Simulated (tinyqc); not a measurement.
From results back to parameters: thin (001) film in sp3s* tight binding with raised dangling bonds. Two cases, with inputs chosen for the exercise.

Problem. The gap of a passivated film (lowest level above mid-gap less highest below, mid-gap being half the lower bulk edge) belongs to a hidden number of planes between 6 and 45.

Planes alternate anion (a), cation (c) along [001], a/4 apart, starting with an anion; zero in-plane momentum; levels counted from the bulk Ev, the lower root of [[Epa, Vxx], [Vxx, Epc]]; no spin-orbit coupling. Block of s, pz, s*: from an anion to the cation above, Vss/2 (s,s), Vsapc/2 (s,z), -Vscpa/2 (z,s), Vxx/2 (z,z), Vxapc/2 (s*,z), -Vpaxc/2 (z,s*); to the cation below the same with the s-z and s*-z signs reversed. Block of u = (px + py)/sqrt2 and v = (px - py)/sqrt2: to the cation above (Vxx + Vxy)/2 for u and (Vxx - Vxy)/2 for v, to the cation below the reverse. Each surface atom has two dangling sp3 hybrids; raising both by dl adds (dl/2) [[1, t], [t, 1]] to its s, pz levels (t = -1 at the bottom face, +1 at the top) and dl to the one of u, v in whose plane the missing bonds lie (v for a bottom anion or a top cation, u for a top anion).

Case 1.

Values chosen (out of a larger set: near a published set for GaAs, fitted to gaps, whose masses and valley positions are rough; not measured data): p = (-8.344, 1.044, -2.651, 3.666, 8.575, 6.725, -6.452, 1.959, 5.089, 4.498, 5.797, 4.838, 4.815) eV (order Esa, Epa, Esc, Epc, Exa, Exc, Vss, Vxx, Vxy, Vsapc, Vscpa, Vxapc, Vpaxc); dp = 30 eV (value of dl for the passivated films); a = 5.654 angstrom (lattice constant).

edges (eV): Gamma 1.5567, Delta 2.0380

gap of the film = 1.6852 eV

Case 2.

Values chosen (out of a larger set: near a published set for GaP, fitted to gaps, whose masses and valley positions are rough; not measured data): p = (-8.122, 1.123, -2.199, 4.108, 8.533, 7.183, -7.493, 2.151, 5.156, 4.281, 6.336, 4.669, 5.093) eV (order Esa, Epa, Esc, Epc, Exa, Exc, Vss, Vxx, Vxy, Vsapc, Vscpa, Vxapc, Vpaxc); dp = 30 eV (value of dl for the passivated films); a = 5.452 angstrom (lattice constant).

edges (eV): Gamma 2.8991, Delta 2.3424

gap of the film = 2.4483 eV

Find: N; thickness N a/4.

Solution.

Case 1.

N = 27
thickness N a/4 = 38.16 angstrom

Computing the films in turn gives 1.6963, 1.6852 and 1.6818 eV for N = 26, 27 and 28; no other N in the range comes within 1 meV.

Case 2.

N = 20
thickness N a/4 = 27.26 angstrom

Computing the films in turn gives 2.4651, 2.4483 and 2.4443 eV for N = 19, 20 and 21; no other N in the range comes within 1 meV.

Computed by tinyqc, one run a case: `OMP_NUM_THREADS=1 python tinyqc.py N N+1 out.jsonl` with N = 1452212, 1452256; one thread of a shared Intel(R) Xeon(R) Processor @ 2.30GHz, about 0.4 s a run at most.
